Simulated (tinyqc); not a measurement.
# Trench capacitor in an array: capacitance, non-linearity, leakage and relaxation: cell against the film thickness

A film between two metal electrodes, each interface adding a series capacitance ci. The small-signal permittivity is ek (1 + aq E^2); the field is found with the linear permittivity. Leakage J = J0 sinh(E/Ef). After a voltage step the film passes a relaxation current kr C V tt^(-nr), tt being the time in seconds. The sidewall is a coaxial capacitor with radii a = dm/2 - t and b = dm/2, depth AR dm; the end face is left out.

Per length 1/c = ln(b/a)/(2 pi eps0 ek) + (1/a + 1/b)/(2 pi ci); cell capacitance c AR dm; per footprint over pt^2; fields c V/(2 pi eps0 ek r) at r = a and b; resistance of the inner electrode rho AR dm/(pi a^2); time constant R C/3 of the distributed line.

Values chosen for this exercise; permittivity of the order of that of titanium dioxide: relative permittivity of the film ek = 77.1; capacitance of each electrode interface (dead layer and screening) ci = 59 uF/cm^2; bias V = 2 V; diameter of the hole dm = 200 nm; aspect ratio, depth over diameter AR = 20; pitch of the square array pt = 420 nm; resistivity of the inner electrode rho = 1200 uohm cm.

Constants: eps0 = 8.8541878128e-14 F/cm where lengths are in cm. Results are converted to the units shown.

Result of one run:

| t (nm) | cell capacitance (fF) | per footprint (uF/cm^2) | field at a (MV/cm) | field at b (MV/cm) | R (kohm) | R C/3 (ps) |
|---|---|---|---|---|---|---|
| 10 | 132.2 | 74.94 | 1.712 | 1.541 | 1.886 | 83.12 |

What becomes of these results when the film thickness t is changed from 10 to 46 nm, all else the same?

Result of the changed run:

| t (nm) | cell capacitance (fF) | per footprint (uF/cm^2) | field at a (MV/cm) | field at b (MV/cm) | R (kohm) | R C/3 (ps) |
|---|---|---|---|---|---|---|
| 46 | 26.43 | 14.98 | 0.5705 | 0.3081 | 5.240 | 46.16 |

The whole series:

| t (nm) | cell capacitance (fF) | per footprint (uF/cm^2) | field at a (MV/cm) | field at b (MV/cm) | R (kohm) | R C/3 (ps) |
|---|---|---|---|---|---|---|
| 7.7 | 164.6 | 93.31 | 2.079 | 1.919 | 1.793 | 98.40 |
| 10 | 132.2 | 74.94 | 1.712 | 1.541 | 1.886 | 83.12 |
| 14 | 97.57 | 55.31 | 1.322 | 1.137 | 2.066 | 67.19 |
| 19 | 72.52 | 41.11 | 1.044 | 0.8454 | 2.329 | 56.30 |
| 25 | 54.52 | 30.91 | 0.8474 | 0.6356 | 2.716 | 49.37 |
| 34 | 38.59 | 21.88 | 0.6816 | 0.4498 | 3.508 | 45.12 |
| 46 | 26.43 | 14.98 | 0.5705 | 0.3081 | 5.240 | 46.16 |

As t goes from 7.7 to 46, the cell capacitance falls from 165 to 26.4 fF, the capacitance per footprint falls from 93.3 to 15.0 uF/cm^2, the ratio of the two fields rises from 1.08 to 1.85 and R C/3 goes from 98.4 through a minimum of 45.1 (at t = 34 among the rows listed) to 46.2 ps; the time constant goes as t^(-0.65) between the first two rows and t^(0.08) between the last two.

Computed by the program tinyqc: `OMP_NUM_THREADS=1 python tinyqc.py 2102056 2102057 out.jsonl`, one thread of a shared Intel Xeon 2.30GHz, about 0.01 s for the whole run.
